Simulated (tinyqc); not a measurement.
# Changing the length scale l

Model: sheet resistance and Hall data of a diffused or implanted layer. Computed by tinyqc, a small Python program. Command: `OMP_NUM_THREADS=1 python tinyqc.py 3017257 3017258 out.jsonl layer sweep`. One thread of a shared host (Intel(R) Xeon(R) Processor @ 2.30GHz), about 0.01 s of CPU time with the checks.

Carriers are taken equal to the net active doping down to the junction (full ionisation, which deep dopants in wide-gap hosts do not reach; no spill-over, no depletion), and the Hall factor is 1.

Inputs (values chosen for the exercise, modelled on donors in GaAs):
```
quantity,value,unit
mu_min,499,cm^2/(V s)
mu_max,9630,cm^2/(V s)
N_ref,5.8e+16,1/cm^3
exponent alpha,0.4,-
peak concentration N_0,3.3e+16,1/cm^3
background doping N_B (opposite type),1.1e+15,1/cm^3
```

Profile: Gaussian at the surface. Activation: complete.

Constants: e = 1.602176634e-19 C.

Method:
- N(x) = N_0 exp(-x^2/l^2), dose N_0 l sqrt(pi)/2, junction x_j = l sqrt(ln(N_0/N_B)).
- Mobility mu = mu_min + (mu_max - mu_min)/(1 + (N_t/N_ref)^alpha), N_t = active doping + N_B; carriers n = active doping - N_B, all dopants active.
- Integrals from x_0 (0 unless stated) to x_j by the midpoint rule on 400 even intervals: 1/R_s = e int n mu dx; sheet density n_s = int n dx; Hall sheet density (int n mu dx)^2/int n mu^2 dx; Hall mobility int n mu^2 dx/int n mu dx.
- Mean conductivity 1/(R_s x_j); mean mobility 1/(e n_s R_s).

One run for each value:
```
length scale l (nm),sheet resistance R_s (ohm),junction depth x_j (nm),mean conductivity 1/(R_s x_j) (S/cm)
42,9367.5,77.5,13.782
77,5109.6,142.0,13.782
140,2810.3,258.2,13.782
250,1573.7,461.1,13.782
460,855.3,848.3,13.782
830,474.0,1530.7,13.782
1500,262.3,2766.4,13.782
2700,145.7,4979.4,13.782
```

Over the rows, sheet resistance R_s (ohm) falls from 9370 to 146 (exponent d ln y / d ln x about -1.0 throughout); junction depth x_j (nm) rises from 77.5 to 4980 (exponent d ln y / d ln x about 1.0 throughout); mean conductivity 1/(R_s x_j) (S/cm) does not change. The exponent of sheet resistance R_s stays at -1: the profile only stretches. The exponent of junction depth x_j stays at 1: the profile only stretches. The exponent of mean conductivity 1/(R_s x_j) stays at 0: Irvin's observation: 1/(R_s x_j) depends on the concentrations and the shape alone.

Caution (rows 42.0, 77.0, 140, 250): the layer is not thick against surface and junction depletion widths, which remove carriers that this model counts.

Extremes, crossings and ranges named in words are read from the listed rows.
